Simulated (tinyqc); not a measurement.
A square-lattice strip 2 sites wide in a magnetic flux, recursive Green functions: effect of the strength of the potential.

The device has N = 5 slices of 2 site(s), nearest-neighbour hopping -t, and site energies U; the leads are semi-infinite continuations with site energy 0 and no flux. The hopping from slice i to i + 1 inside the device carries the phase exp(2 pi i f j) on row j = 1, 2, ...: V = <i+1|H|i> = -t diag(exp(2 pi i f j)).

Transverse modes n = 1..2: chi_n(j) = sqrt(2/3) sin(pi n j/3), energy e_n = -2 t cos(pi n/3). Sigma = t^2 sum_n chi_n chi_n^T g(E - e_n), g(x) = (x - i sqrt(4 t^2 - x^2))/(2 t^2) for |x| < 2 t and (x - sign(x) sqrt(x^2 - 4 t^2))/(2 t^2) otherwise; Gamma = i (Sigma - Sigma^dagger); both leads give the same. Forward pass: g_1 = (E - H_1 - Sigma)^(-1), g_i = (E - H_i - V g_(i-1) V^dagger)^(-1), with Sigma also subtracted on the last slice; G_(i,1) = g_i V G_(i-1,1), starting from g_1. H_i is the block of slice i: its site energies on the diagonal and -t between neighbouring rows. T(E) = Tr[Gamma G_(N,1) Gamma G_(N,1)^dagger]. All U are multiplied by the factor sc.

Parameters, values chosen for the exercise:
```
symbol                                                          value  unit                                                 meaning
t                                                                   1    eV                             hopping (matrix element -t)
U       [0.39, 0.89, 1.13, 0.7, -1.19, 1.02, 0.83, -0.75, 1.03, 0.57]    eV               site energies, slice by slice (2 a slice)
E                                                               -2.21    eV                                                  energy
f                                                                0.07   h/q  magnetic flux through each plaquette inside the device
```

Result of one run:

| sc | T(E) | reflection, modes - T(E) |
|---|---|---|
| 1.25 | 0.1146 | 0.8854 |

What becomes of these results when the scale factor of the potential sc is changed from 1.25 to 1.5, all else the same?

Result of the changed run:

| sc | T(E) | reflection, modes - T(E) |
|---|---|---|
| 1.5 | 0.06825 | 0.9317 |

The whole series:

| sc | T(E) | reflection, modes - T(E) |
|---|---|---|
| 0 | 1.000 | 1.135e-6 |
| 0.25 | 0.9104 | 0.08963 |
| 0.5 | 0.6700 | 0.3300 |
| 0.75 | 0.4063 | 0.5937 |
| 1 | 0.2176 | 0.7824 |
| 1.25 | 0.1146 | 0.8854 |
| 1.5 | 0.06825 | 0.9317 |
| 1.75 | 0.05694 | 0.9431 |
| 2 | 0.09635 | 0.9037 |

T(E) goes from 1.00 through a minimum of 0.0569 (at sc = 1.75 among the rows listed) to 0.0963. At sc = 0 the flux alone reflects 1.13e-6 of the 1 open mode(s).

Program tinyqc, `OMP_NUM_THREADS=1 python tinyqc.py 2660043 2660044 out.jsonl`; Intel Xeon 2.30GHz, shared host, one thread, about 0.01 s.
